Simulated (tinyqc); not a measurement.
From results back to parameters: band gaps under pressure and temperature from deformation potentials. Three cases, with inputs chosen for the exercise.

Problem. A gap falls from its value at 0 K by aV T^2/(T + bV). The falls at two temperatures are given.

Find: T^2/fall; aV; bV.

Method. T^2/fall = (T + bV)/aV is a straight line in T with slope 1/aV and intercept bV/aV.

Case 1.

Values chosen (out of a larger set: near those of GaAs, the X and L potentials typical of such crystals; not measured data): T12 = (200, 300) K (two temperatures).

falls at the two temperatures (meV): 53.069307  95.714286

Solution.

T^2/fall (K^2/meV): 753.7  940.3

aV = 0.536 meV/K
bV = 204 K

Case 2.

Values chosen (out of a larger set: near those of AlAs, the X and L potentials typical of such crystals; not measured data): T12 = (77, 200) K (two temperatures).

falls at the two temperatures (meV): 9.285417  51.837307

Solution.

T^2/fall (K^2/meV): 638.5  771.6

aV = 0.924 meV/K
bV = 513 K

Case 3.

Values chosen (out of a larger set: near those of GaAs, the X and L potentials typical of such crystals; not measured data): T12 = (77, 500) K (two temperatures).

falls at the two temperatures (meV): 10.806759  182.269504

Solution.

T^2/fall (K^2/meV): 548.6  1371.6

aV = 0.514 meV/K
bV = 205 K

Computed by tinyqc, one run a case: `OMP_NUM_THREADS=1 python tinyqc.py N N+1 out.jsonl` with N = 1080673, 1080767, 1080795; one thread of a shared Intel(R) Xeon(R) Processor @ 2.30GHz, about 0.01 s a run at most.
